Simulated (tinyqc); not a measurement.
# Short-channel transistor, virtual-source model with series resistance: what changes with what

The current per gate width is the charge at the top of the source barrier (the virtual source) times its velocity times a saturation function; al and be are fitting constants of the model. Units: I in uA/um, Rs in ohm um, so I Rs = 1e-6 I Rs in volts; Q in uC/cm^2, so I = 1e-4 Q vx0 Fsat with vx0 in cm/s.

Inputs (values chosen for the exercise):
- T = 273 K (temperature)
- Cinv = 3.02 uF/cm^2 (inversion capacitance)
- vx0 = 8.91e6 cm/s (velocity at the virtual source)
- mu = 300 cm^2/(V s) (apparent mobility)
- L = 32 nm (channel length)
- VT0 = 0.312 V (threshold at zero drain voltage)
- dl = 0.045 V/V (drain-induced barrier lowering)
- n0 = 1.4 (subthreshold factor)
- nd = 0.1 1/V (growth of n with drain voltage)
- al = 3.5 (threshold shift (in units of Vt) from weak to strong inversion)
- be = 1.6 (sharpness of saturation)
- Rs = 90 ohm um (series resistance of each contact)

Constants: q = 1.602176634e-19 C, kB = 1.380649e-23 J/K, Vt = kB T/q. Results are converted to the units shown.

Each table varies one quantity; the others keep the values above.

## Effect of the apparent mobility on the on and off currents

Intrinsic voltages Vg' = Vgs - I Rs, Vd' = Vds - 2 I Rs. n = n0 + nd Vd', VT = VT0 - dl Vd', Ff = 1/(1 + exp((Vg' - VT + al Vt/2)/(al Vt))), Q = Cinv n Vt ln(1 + exp((Vg' - VT + al Vt Ff)/(n Vt))), Vdsat = (vx0 L/mu)(1 - Ff) + Vt Ff, Fsat = u/(1 + u^be)^(1/be) with u = Vd'/Vdsat, and I = Q vx0 Fsat per width. I is solved self-consistently. Ion is I at Vgs = Vds = 0.9 V, Ioff at Vgs = 0, Vds = 0.9 V, and Rlin = Vds/I at Vgs = 0.9 V, Vds = 0.05 V.

Effect of the apparent mobility on the on and off currents:

| mu (cm^2/(V s)) | Ion (uA/um) | Ioff (nA/um) | log10(Ion/Ioff) | Rlin (ohm um) |
|---|---|---|---|---|
| 50 | 1023 | 369.8 | 3.442 | 546.8 |
| 85 | 1166 | 370.7 | 3.498 | 398.0 |
| 140 | 1250 | 371.2 | 3.527 | 313.9 |
| 240 | 1298 | 371.5 | 3.543 | 259.0 |
| 410 | 1321 | 371.6 | 3.551 | 226.8 |
| 700 | 1331 | 371.7 | 3.554 | 207.6 |
| 1200 | 1335 | 371.7 | 3.555 | 196.2 |
| 2000 | 1337 | 371.8 | 3.556 | 189.8 |

As mu goes from 50 to 2000 cm^2/(V s), Ion rises from 1020 to 1340 uA/um, Ioff rises from 370 to 372 nA/um and Rlin falls from 547 to 190 ohm um. Ion changes by a factor of 1.31 and Ioff by 1.01. Below threshold Vdsat is near Vt, so L and mu hardly reach the off current.

## Output curve

Same model as above.

gds = dI/dVds, gm = dI/dVgs.

In this table Vgs = 0.9 V.

Output curve:

| Vds (V) | I (uA/um) | Fsat | gds (uS/um) | gain gm/gds |
|---|---|---|---|---|
| 0.1 | 401.20 | 0.26952 | 3789.9 | 0.056877 |
| 0.2 | 743.70 | 0.52732 | 2984.6 | 0.19435 |
| 0.3 | 987.04 | 0.72669 | 1870.7 | 0.58765 |
| 0.4 | 1126.4 | 0.84457 | 992.24 | 1.5579 |
| 0.5 | 1200.2 | 0.90497 | 543.02 | 3.3118 |
| 0.6 | 1243.0 | 0.93663 | 338.24 | 5.6936 |
| 0.7 | 1271.3 | 0.95467 | 239.78 | 8.3128 |
| 0.8 | 1292.5 | 0.96581 | 188.05 | 10.805 |
| 0.9 | 1309.7 | 0.97317 | 158.55 | 12.967 |

The current rises from 401 to 1310 uA/um as Fsat rises from 0.270 to 0.973; gds falls from 3790 to 159 uS/um. The gain ends at 13.0, against 1/dl = 22.2 for a current that depends on Vds through barrier lowering alone.

Numbers from tinyqc (`OMP_NUM_THREADS=1 python tinyqc.py 2380173 2380174 out.jsonl`; about 0.02 s on one thread of a shared Intel Xeon 2.30GHz).
